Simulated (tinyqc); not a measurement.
Worked calculation: exchange-only LDA atom on a uniform radial grid, spin-unpolarised, for Li. Computed by tinyqc, a small Python program that keeps every step. Settings: Z = 3, points = 192, R = 13.0, functional = Slater exchange alone, mixing = 1.0, iteration cap = 52. Command: `OMP_NUM_THREADS=1 python tinyqc.py 20526 20527 out.jsonl` (the two numbers bound the seeds that draw the settings). One thread of a shared host (Intel(R) Xeon(R) Processor @ 2.60GHz), about 0.2 s of CPU time with the checks. Later iterations appear only in the table of the cycle.

## Iteration 1

Spherical atom on a uniform radial grid r_j = j h with h = R/(N + 1), h sum u^2 = 1 and integrals as h times sums, u(0) = u(R) = 0 (atomic units):
```
parameter            value
Z                        3
points N               192
R                13.000000
h                 0.067358
mixing            1.000000
electrons in 1s          2
electrons in 2s          1
```

Three-point differences turn -u''/2 + [l(l+1)/2r^2 - Z/r + V] u = e u into a tridiagonal matrix (diagonal 1/h^2 + potential, off-diagonal -1/2h^2). D = sum f u^2; the Hartree potential y/r solves y'' = -D/r with y(0) = 0, y(R) = N_e; v_xc comes from rho = D/(4 pi r^2); E = sum f e - int D V + int D (V_H/2 + eps_xc); V(new) = V + mixing (V_H + v_xc - V).

eigenvalues (hartree): 1s -4.454977, 2s -1.122143

Every 12th grid point:
```
r              V in     u(1s)      u(2s)         D       V_H       v_xc
0.808290   0.000000  0.747936  -0.183088  1.152338  2.978596  -0.511763
1.616580   0.000000  0.134532  -0.747408  0.594817  1.734749  -0.258613
2.424870   0.000000  0.018149  -0.619566  0.384521  1.217638  -0.170648
3.233161   0.000000  0.002176  -0.359666  0.129369  0.925084  -0.097974
4.041451   0.000000  0.000245  -0.176275  0.031073  0.741940  -0.052484
4.849741   0.000000  0.000026  -0.078171  0.006111  0.618544  -0.027027
5.658031   0.000000  2.77e-06  -0.032442  0.001052  0.530214  -0.013569
6.466321   0.000000  2.85e-07  -0.012843  0.000165  0.463942  -0.006693
7.274611   0.000000  2.88e-08  -0.004907  0.000024  0.412393  -0.003258
8.082902   0.000000  2.88e-09  -0.001824  3.33e-06  0.371154  -0.001570
8.891192   0.000000  2.85e-10  -0.000663  4.40e-07  0.337413  -0.000751
9.699482   0.000000  2.79e-11  -0.000237  5.61e-08  0.309295  -0.000357
10.507772  0.000000         0  -0.000083  6.93e-09  0.285503  -0.000168
11.316062  0.000000         0  -0.000029  8.19e-10  0.265110  -0.000079
12.124352  0.000000         0  -0.000009  8.06e-11  0.247436  -0.000035
12.932642  0.000000         0  -5.57e-07         0  0.231971   0.000000
```

total energy = -6.65063979 hartree

## Iteration 2

As before.

eigenvalues (hartree): 1s -1.295249, 2s -0.000600

Every 12th grid point:
```
r              V in     u(1s)      u(2s)         D       V_H       v_xc
0.808290   2.466833  0.836547   0.044493  1.401602  2.538204  -0.546282
1.616580   1.476136  0.293490  -0.195211  0.210380  1.468025  -0.182890
2.424870   1.046990  0.089370  -0.349194  0.137910  1.052261  -0.121244
3.233161   0.827110  0.025790  -0.418167  0.176194  0.832188  -0.108601
4.041451   0.689456  0.007241  -0.431779  0.186538  0.691433  -0.095386
4.849741   0.591517  0.002003  -0.415050  0.172275  0.591403  -0.082259
5.658031   0.516645  0.000550  -0.383365  0.146969  0.515839  -0.070397
6.466321   0.457249  0.000150  -0.344846  0.118919  0.456525  -0.060011
7.274611   0.409135  0.000041  -0.303416  0.092061  0.408726  -0.050942
8.082902   0.369584  0.000011  -0.260853  0.068044  0.369454  -0.042935
8.891192   0.336662  3.05e-06  -0.217926  0.047492  0.336697  -0.035740
9.699482   0.308938  8.32e-07  -0.174940  0.030604  0.309035  -0.029130
10.507772  0.285335  2.27e-07  -0.132004  0.017425  0.285428  -0.022890
11.316062  0.265031  6.15e-08  -0.089139  0.007946  0.265096  -0.016769
12.124352  0.247401  1.58e-08  -0.046334  0.002147  0.247435  -0.010353
12.932642  0.231971  8.93e-10  -0.003564  0.000013  0.231971  -0.001794
```

total energy = -7.05359182 hartree

## Convergence

Stop when input and output potentials agree to 1e-7.

Course of the cycle (hartree):
```
iteration            E      e(1s)      e(2s)  largest |V(out) - V(in)|
1          -6.65063979  -4.454977  -1.122143                  4.37e+00
2          -7.05359182  -1.295249  -0.000600                  1.21e+00
3          -7.08886497  -1.950638  -0.102378                  3.80e-01
4          -7.09182549  -1.744020  -0.071530                  1.10e-01
5          -7.09206868  -1.801745  -0.079260                  3.18e-02
6          -7.09208881  -1.785373  -0.077181                  9.14e-03
7          -7.09209048  -1.790042  -0.077757                  2.63e-03
8          -7.09209062  -1.788702  -0.077593                  7.57e-04
9          -7.09209063  -1.789087  -0.077640                  2.18e-04
10         -7.09209063  -1.788976  -0.077627                  6.28e-05
11         -7.09209063  -1.789008  -0.077630                  1.81e-05
12         -7.09209063  -1.788999  -0.077629                  5.20e-06
13         -7.09209063  -1.789002  -0.077630                  1.50e-06
14         -7.09209063  -1.789001  -0.077630                  4.31e-07
15         -7.09209063  -1.789001  -0.077630                  1.24e-07
16         -7.09209063  -1.789001  -0.077630                  3.57e-08
```

Converged in 16 iterations. A uniform grid resolves the cusp poorly: for a bare nucleus this grid gives 1s at -4.45498 against -Z^2/2 = -4.5 hartree. Before convergence this energy mixes input and output and is not variational, so it may rise towards its limit.
